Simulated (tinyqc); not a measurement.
CCSD on RHF in the sto-6g basis, for BeH+, spin multiplicity 1, step by step. One step of it, computed by the program tinyqc.

Problem. CCSD: starting amplitudes. t_ij^ab = <ij||ab> / (e_i + e_j - e_a - e_b), whose energy is MP2.

orbital energies (hartree): MO1 -5.102573, MO2 -0.776422, MO3 -0.270244, MO4 -0.154504, MO5 -0.154504, MO6 0.468000

Two-electron integrals over orbitals (pq|rs), unique and non-zero (hartree):
```
(11|11) 2.284194    (21|11) -0.170753   (21|21) 0.022812    (22|11) 0.511414
(22|21) 0.004355    (22|22) 0.564608    (31|11) -0.177373   (31|21) 0.016832
(31|22) -0.020725   (31|31) 0.029568    (32|11) 0.029665    (32|21) -0.006114
(32|22) -0.063365   (32|31) 0.001942    (32|32) 0.026024    (33|11) 0.565227
(33|21) -0.014976   (33|22) 0.321777    (33|31) 0.004868    (33|32) 0.022737
(33|33) 0.480424    (41|41) 0.015890    (42|41) 0.012974    (42|42) 0.042491
(43|41) 0.014113    (43|42) 0.029568    (43|43) 0.053299    (44|11) 0.570100
(44|21) -0.006075   (44|22) 0.380403    (44|31) -0.005746   (44|32) 0.012682
(44|33) 0.402727    (44|44) 0.450117    (51|51) 0.015890    (52|51) 0.012974
(52|52) 0.042491    (53|51) 0.014113    (53|52) 0.029568    (53|53) 0.053299
(54|54) 0.024258    (55|11) 0.570100    (55|21) -0.006075   (55|22) 0.380403
(55|31) -0.005746   (55|32) 0.012682    (55|33) 0.402727    (55|44) 0.401601
(55|55) 0.450117    (61|11) 0.095665    (61|21) -0.017233   (61|22) -0.011031
(61|31) -0.003374   (61|32) 0.005598    (61|33) 0.017402    (61|44) 0.001239
(61|55) 0.001239    (61|61) 0.018684    (62|11) -0.099623   (62|21) 0.005053
(62|22) 0.084209    (62|31) 0.003998    (62|32) -0.043117   (62|33) -0.026161
(62|44) -0.041873   (62|55) -0.041873   (62|61) 0.000089    (62|62) 0.122576
(63|11) 0.039569    (63|21) -0.004501   (63|22) -0.056762   (63|31) 0.006682
(63|32) 0.021064    (63|33) 0.057584    (63|44) 0.010599    (63|55) 0.010599
(63|61) 0.007196    (63|62) -0.040693   (63|63) 0.042588    (64|41) -0.009712
(64|42) -0.030855   (64|43) -0.017295   (64|64) 0.028245    (65|51) -0.009712
(65|52) -0.030855   (65|53) -0.017295   (65|65) 0.028245    (66|11) 0.531444
(66|21) 0.000721    (66|22) 0.549878    (66|31) -0.015796   (66|32) -0.058764
(66|33) 0.354628    (66|44) 0.384212    (66|55) 0.384212    (66|61) -0.005401
(66|62) 0.109568    (66|63) -0.051184   (66|66) 0.580184
```

Give: Starting amplitudes; correlation energy.

Solution.

Starting amplitudes (spin orbitals 1a, 1b, ...; amplitudes related by a flip of all spins are not repeated):
```
from      to          t
2a 2b  6a 6b     -0.049
2a 2b  4a 4b     -0.034
2a 2b  5a 5b     -0.034
2a 2b  3a 3b     -0.026
2a 2b  3a 6b      0.025
1a 1b  3a 3b  -3.06e-03
1a 2b  4a 4b  -2.33e-03
1a 2b  5a 5b  -2.33e-03
1a 1b  6a 6b  -1.68e-03
1a 1b  4a 4b  -1.61e-03
1a 1b  5a 5b  -1.61e-03
1a 2b  3b 6a   9.21e-04
1a 2b  3a 6b  -6.58e-04
1a 2b  3a 3b  -3.64e-04
1a 1b  3a 6b   3.24e-04
1a 2a  3a 6a   2.63e-04
1a 2b  6a 6b  -1.30e-05
```

correlation energy = -0.01205 hartree
